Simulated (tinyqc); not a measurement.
# Worked calculation: frequency dispersion of an accumulation capacitance by border traps, distributed model

Program tinyqc, `OMP_NUM_THREADS=1 python tinyqc.py 2202240 2202241 out.jsonl`; Intel Xeon 2.30GHz, shared host, one thread, about 0.5 s. Printed values are rounded.

Traps spread evenly through the insulator exchange electrons with the semiconductor by tunnelling, with tau(x) = t0 exp(2 ka x) at depth x from the interface. The admittance per area Y seen at depth x obeys dY/dx = -Y^2/(i w eps0 eox) + q Nb ln(1 + i w tau)/tau, with Y(0) = i w Cs and w = 2 pi f; the gate sees Y(tox) = G + i w C. Working variable y = Y/(i w), in uF/cm^2. Cox = eps0 eox/tox.

Values chosen for this exercise; permittivity close to that of aluminium oxide:
- eox = 8.41 (relative permittivity of the insulator)
- tox = 7.9 nm (insulator thickness)
- Cs = 1.3 uF/cm^2 (semiconductor capacitance in accumulation)
- Nb = 6.4e18 cm^-3 eV^-1 (density of border traps)
- ka = 4.8 1/nm (decay constant of the wave function in the insulator)
- t0 = 4e-10 s (time constant of a trap at the interface)
- f = 100 Hz (frequency)
- xe = 2.1 nm (depth down to which the steps are taken)

Constants: q = 1.602176634e-19 C, eps0 = 8.8541878128e-14 F/cm where lengths are in cm. Results are converted to the units shown.

## Scales and lumped estimate

Cox; trap-free value 1/(1/Cox + 1/Cs); response depth d = ln(1/(w t0))/(2 ka), where w tau = 1; lumped estimate: all traps within d act as C_bt = q Nb d placed at d/2, so C = 1/{1/[1/(1/Cs + d/(2 eps0 eox)) + C_bt] + (tox - d/2)/(eps0 eox)}.

Cox = 0.942579 uF/cm^2
trap-free C = 0.546403 uF/cm^2
d = 1.58297 nm
C_bt = 0.162317 uF/cm^2
lumped C = 0.580987 uF/cm^2

The traps within reach amount to 0.125 Cs and lie in the first 20.0 % of the insulator.

## Midpoint steps through the active depth

In terms of y: dy/dx = -y^2/(eps0 eox) + s(x), s = q Nb ln(1 + z)/z, z = i w tau. 8 midpoint steps of h = xe/8: y_half = y + (h/2) y'(x, y), y(new) = y + h y'(x + h/2, y_half).

```
point   x (nm)    s (uF/(cm^2 nm))       y (uF/cm^2)
0            0  0.102539+0.000000i  1.30000+0.00000i
1       0.2625  0.102539+0.000000i  1.26883+0.00000i
2        0.525  0.102539-0.000002i  1.24032+0.00000i
3       0.7875  0.102539-0.000025i  1.21419+0.00000i
4         1.05  0.102538-0.000307i  1.19020-0.00002i
5      1.31250  0.102350-0.003811i  1.16814-0.00030i
6        1.575  0.082707-0.034290i  1.14723-0.00366i
7      1.83750  0.013218-0.021796i  1.11233-0.01314i
8          2.1  0.001121-0.003557i  1.07130-0.01440i
```

## Capacitance and conductance at the gate

y at xe = 1.07130-0.01440i uF/cm^2

Beyond xe the traps are ignored, so 1/y(tox) = 1/y(xe) + (tox - xe)/(eps0 eox); C = Re y, G/w = -Im y, loss tangent G/(w C).

y at the gate = 0.584020-0.004280i uF/cm^2
C = 0.584020 uF/cm^2
G/w = 0.00428043 uF/cm^2
loss tangent = 0.00732924

A fine integration over the whole insulator gives C = 0.58424 and G/w = 0.004413 uF/cm^2; the coarse G/w is 3.0 % below that. The fine C is 6.9 % above the trap-free value, and the lumped estimate is 0.56 % below the fine result.
